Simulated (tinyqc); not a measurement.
k.p values derived from sp3s* tight binding at Gamma: one step. Electron mass. Two cases, with inputs chosen for the exercise.

Task: m0/m = [<S+|d2H/dkx^2|S+>/2 + sum P^2/(E(S+) - E(P))]/c over P- and P+, with the direct term -(a/4)^2 sa sc Vss.

At Gamma the states are two-level mixtures: s-like S+ (upper) and S- (lower) from [[Esa, Vss], [Vss, Esc]], p-like P- (valence) and P+ from [[Epa, Vxx], [Vxx, Epc]], and the bare s* levels. With real k in 1/angstrom and kz = 0, the phase sums over the four bonds are g0 = 1 - (a k/4)^2/2, g1 = i a kx/4, g3 = -(a/4)^2 kx ky to second order. Each mixture is written (anion, cation) with the anion part positive. c = hbar^2/2m0. No spin-orbit coupling.

Constants: hbar^2/2m0 = 3.80998211 eV angstrom^2.

Case 1.

Values chosen (out of a larger set: near a published set for InAs, fitted to gaps, whose masses and valley positions are rough; not measured data): a = 6.06 angstrom (lattice constant); Vss = -5.621 eV (s-s).

States:
```
state      E (eV)  anion part  cation part
S-     -12.711717   0.8713831    0.4906033
P-      -0.003873   0.8961945   -0.4436615
S+       0.436717   0.4906033   -0.8713831
P+       4.633873   0.4436615    0.8961945
```

Couplings:
```
pair       P (eV angstrom)  E(first) - E(second) (eV)
S+ to P-         -7.424096                   0.440590
S+ to P+         -1.160695                  -4.197156
S- to P-          1.841137                 -12.707844
s*a to P-        -2.267152                   7.448873
s*c to P-         5.329108                   6.718873
```

Case 2.

Values chosen (out of a larger set: near a published set for GaSb, fitted to gaps, whose masses and valley positions are rough; not measured data): a = 6.102 angstrom (lattice constant); Vss = -6.118 eV (s-s).

States:
```
state      E (eV)  anion part  cation part
S-     -11.951163   0.7961319    0.6051231
P-      -0.002657   0.8796730   -0.4755791
S+       0.748163   0.6051231   -0.7961319
P+       3.771657   0.4755791    0.8796730
```

Couplings:
```
pair       P (eV angstrom)  E(first) - E(second) (eV)
S+ to P-         -7.171754                   0.750821
S+ to P+          1.296189                  -3.023494
S- to P-          0.958509                 -11.948506
s*a to P-        -3.627480                   6.638657
s*c to P-         5.637495                   6.027657
```

Give: parts of m0/m; mass.

Result:

Case 1.

parts of m0/m: direct -1.448, from P- 32.834, from P+ -0.084

mass = 0.0319 m0

The valence band supplies 105 % of m0/m; the direct term, which stands in for the free-electron 1, is -1.45. Sets of this kind were fitted to gaps and often give too heavy a mass, by up to a factor of two.

Case 2.

parts of m0/m: direct -1.800, from P- 17.980, from P+ -0.146

mass = 0.0624 m0

The valence band supplies 112 % of m0/m; the direct term, which stands in for the free-electron 1, is -1.80. Sets of this kind were fitted to gaps and often give too heavy a mass, by up to a factor of two.

Computed by tinyqc, one run a case: `OMP_NUM_THREADS=1 python tinyqc.py N N+1 out.jsonl` with N = 1450436, 1450469; one thread of a shared Intel(R) Xeon(R) Processor @ 2.30GHz, about 0.01 s a run at most.
